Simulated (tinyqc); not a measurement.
A ladder of methods, and size consistency: correlation methods against full CI in the sto-3g basis, for H4, spin multiplicity 1. Computed by the program tinyqc with PySCF. Command: `OMP_NUM_THREADS=1 python tinyqc.py 110773 110774 out.jsonl`; one thread of a shared host (Intel(R) Xeon(R) Processor @ 2.60GHz), about 0.5 s.

Geometry (angstrom):
```
atom,x,y,z
H,0.0000,0.0000,0.0000
H,0.0000,0.0000,0.8850
H,0.0000,1.6610,0.0000
H,0.0000,1.6610,0.8850
```

RHF energy of one = -2.142093 hartree

All electrons correlated; +Q is the Davidson correction (1 - c0^2) E_corr. The last columns treat two copies 100 angstrom apart as one system. FCI is the lowest singlet.

Correlation energies (hartree):
```
method,E_corr of one,share of FCI (%),E_corr of two at 100 angstrom,two minus twice one (mhartree)
MP2,-0.03656,61.232,-0.07312,0.000
CISD,-0.05843,97.869,-0.11220,4.666
CISD+Q,-0.06096,102.106,-0.12082,1.104
CCSD,-0.05970,99.986,-0.11939,0.000
CCSD(T),-0.05970,99.986,-0.11939,0.000
FCI,-0.05970,100.000,-,-
```

MP2 recovers 61 %, CISD 97.9 % and CCSD 100.0 % of the FCI value (c0^2 = 0.957 in CISD). MP2 and coupled cluster are size consistent, so their last column vanishes; CISD loses 4.67 mhartree, since a double excitation on each copy is a quadruple of the pair, and the Davidson correction leaves +1.10.
